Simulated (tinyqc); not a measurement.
Width of the well: optical transitions of a finite quantum well.

Each carrier sees a square well of width L with its own depth V and masses m (inside), mb (outside); c = hbar^2/2m0, k = sqrt(m E/c), kappa = sqrt(mb (V - E)/c), and level n solves k L + 2 atan[(k/m)/(kappa/mb)] = n pi. The envelope is cos(kz) for odd n and sin(kz) for even n inside, joins exp(-kappa (|z| - L/2)) outside, and is normalised to 1. Excitons and band mixing are left out.

Constants: hbar^2/2m0 = 3.80998211 eV angstrom^2; hc = 1239.841984 eV nm.

Parameters, chosen for this exercise (near those of a GaAs well in AlGaAs; not measured data):

| symbol | value | unit | meaning |
|---|---|---|---|
| Eg | 1.503 | eV | gap of the well |
| Vc | 0.211 | eV | conduction offset |
| Vv | 0.115 | eV | valence offset |
| me | 0.0662 | m0 | electron, well |
| meb | 0.0886 | m0 | electron, barrier |
| mh | 0.367 | m0 | heavy hole along z, well |
| mhb | 0.387 | m0 | heavy hole, barrier |
| ml | 0.0874 | m0 | light hole along z, well |
| mlb | 0.112 | m0 | light hole, barrier |
| Ls | (28, 43, 57, 71, 89, 131, 151) | angstrom | widths |

Edge wavelength hc/(Eg + e1 + hh1), squared e1-hh1 overlap, lh1 - hh1, and the 1-2 intersubband energy with f_12 = (m1/c) E12 z_12^2, 1/m1 = <1|1/m|1> (dash: e2 unbound).

Results:

| L (angstrom) | edge (nm) | overlap^2 | lh1 - hh1 (meV) | E12 (meV) | f_12 |
|---|---|---|---|---|---|
| 28 | 743.9 | 0.9269 | 31.4 | - | - |
| 43 | 769.1 | 0.9517 | 28.2 | - | - |
| 71 | 793.5 | 0.9727 | 19.4 | 126.7 | 0.963 |
| 89 | 801.7 | 0.9796 | 15.3 | 99.4 | 0.985 |
| 131 | 811.8 | 0.9881 | 9.5 | 58.5 | 0.973 |
| 151 | 814.4 | 0.9904 | 7.7 | 47.0 | 0.970 |

Give the missing row, L (angstrom) = 57.

Computed row:
```
L (angstrom)  edge (nm)  overlap^2  lh1 - hh1 (meV)  E12 (meV)   f_12
57                783.8     0.9646             23.5      144.4  0.675
```

The edge tunes from 744 to 814 nm, towards hc/Eg = 825 nm, while the overlap goes from 0.927 to 0.990. e2 binds at L = pi sqrt(c/(me Vc)) = 51.9 angstrom; f_12 starts from zero there and is 0.675 at 57 angstrom, the rest going to the continuum; among the widths listed it peaks at 0.985 (89 angstrom) and is 0.970 in the widest well, against 0.961 for hard walls.

Program tinyqc; command `OMP_NUM_THREADS=1 python tinyqc.py 1252117 1252118 out.jsonl`; about 0.07 s on one thread of a shared Intel(R) Xeon(R) Processor @ 2.30GHz.
